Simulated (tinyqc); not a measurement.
Binary melting diagram from solution models of liquid and solid: one step, computed by the program tinyqc. Command: `OMP_NUM_THREADS=1 python tinyqc.py 3003756 3003757 out.jsonl melt walk`. One thread of a shared host (Intel(R) Xeon(R) Processor @ 2.30GHz), about 0.01 s of CPU time with the checks.

x is the fraction of B. In a phase with interaction L: mu_A = G_A + R T ln(1 - x) + L x^2, mu_B = G_B + R T ln x + L (1 - x)^2. Melting: G(liquid) - G(solid) = H (1 - T/T_m) for each pure component.

Problem. Freezing of the alloy x0. Liquid against pure solid A: T = (H_A + L_L x^2)/(H_A/T_A - R ln(1 - x)); against pure solid B: T = (H_B + L_L (1 - x)^2)/(H_B/T_B - R ln x). Primary solid forms at the higher branch; just above T_E its mole fraction is (x_E - x0)/x_E for A or (x0 - x_E)/(1 - x_E) for B, and the rest freezes as eutectic, with B making up x_E of it.

Inputs (values chosen for the exercise, for a model alloy): melting point T_A = 900 K; melting point T_B = 600 K; heat of melting H_A = 9.9 kJ/mol; heat of melting H_B = 8.8 kJ/mol; liquid interaction L_L = -17 kJ/mol; overall fraction x0 = 0.88.

Diagram: eutectic with pure solids.

eutectic composition x_E = 0.5486668

eutectic temperature T_E = 271.5026 K

Constants: R = 8.314462618 J/(mol K).

Give: liquidus temperature; fraction of primary solid; freezing range.

Solution.

liquidus temperature = 543.9 K

fraction of primary solid = 0.7341

freezing range = 272.4 K

The primary solid is B.
